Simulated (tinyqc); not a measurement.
Worked calculation: ROHF in the 3-21g basis, for H3, spin multiplicity 2. One step of it, computed by the program tinyqc.

Problem. Iteration 3: Roothaan effective Fock matrix. With projectors Pc = D(beta) S, Po = (D(alpha) - D(beta)) S, Pv = 1 - D(alpha) S, the block xy is Px^T F Py; with Fc = (F(alpha) + F(beta))/2, the blocks are Fc for cc, oo, vv and cv, F(beta) for co and F(alpha) for ov.

F(alpha) (hartree), lower triangle:
```
           1H 1s      1H 2s      2H 1s      2H 2s      3H 1s      3H 2s
1H 1s   0.003945
1H 2s  -0.569686  -0.493214
2H 1s  -0.510228  -0.535556  -0.058122
2H 2s  -0.540259  -0.524608  -0.614195  -0.512994
3H 1s  -0.512749  -0.536787  -0.388061  -0.464076  -0.055830
3H 2s  -0.541730  -0.525337  -0.464311  -0.480679  -0.612466  -0.511917
```

F(beta) (hartree), lower triangle:
```
           1H 1s      1H 2s      2H 1s      2H 2s      3H 1s      3H 2s
1H 1s   0.017609
1H 2s  -0.545995  -0.432296
2H 1s  -0.487885  -0.475858   0.168134
2H 2s  -0.516033  -0.452918  -0.459625  -0.371891
3H 1s  -0.489078  -0.477620  -0.454658  -0.464558   0.163656
3H 2s  -0.516584  -0.453673  -0.463358  -0.436737  -0.462484  -0.373969
```

D(alpha) after iteration 2, lower triangle:
```
          1H 1s     1H 2s      2H 1s      2H 2s     3H 1s     3H 2s
1H 1s  0.075660
1H 2s  0.054681  0.039654
2H 1s  0.067485  0.046000   0.117122
2H 2s  0.046661  0.020216   0.318900   1.379310
3H 1s  0.068866  0.052459   0.006249  -0.226272  0.116160
3H 2s  0.052678  0.051370  -0.226014  -1.297199  0.312543  1.345839
```

D(beta) after iteration 2, lower triangle:
```
          1H 1s     1H 2s     2H 1s     2H 2s     3H 1s     3H 2s
1H 1s  0.075655
1H 2s  0.054652  0.039480
2H 1s  0.068004  0.049125  0.061127
2H 2s  0.049209  0.035548  0.044232  0.032007
3H 1s  0.068354  0.049378  0.061442  0.044460  0.061758
3H 2s  0.050163  0.036237  0.045091  0.032628  0.045323  0.033261
```

overlap S, lower triangle:
```
          1H 1s     1H 2s     2H 1s     2H 2s     3H 1s     3H 2s
1H 1s  1.000000
1H 2s  0.645899  1.000000
2H 1s  0.285760  0.426344  1.000000
2H 2s  0.426344  0.777572  0.645899  1.000000
3H 1s  0.286426  0.426688  0.246259  0.404842  1.000000
3H 2s  0.426688  0.777953  0.404842  0.753572  0.645899  1.000000
```

Give: effective F.

Solution.

effective F (hartree), lower triangle:
```
        1H 1s   1H 2s   2H 1s   2H 2s   3H 1s   3H 2s
1H 1s   0.011
1H 2s  -0.558  -0.463
2H 1s  -0.499  -0.505   0.038
2H 2s  -0.528  -0.489  -0.541  -0.439
3H 1s  -0.501  -0.508  -0.404  -0.460   0.036
3H 2s  -0.529  -0.490  -0.459  -0.461  -0.543  -0.441
```
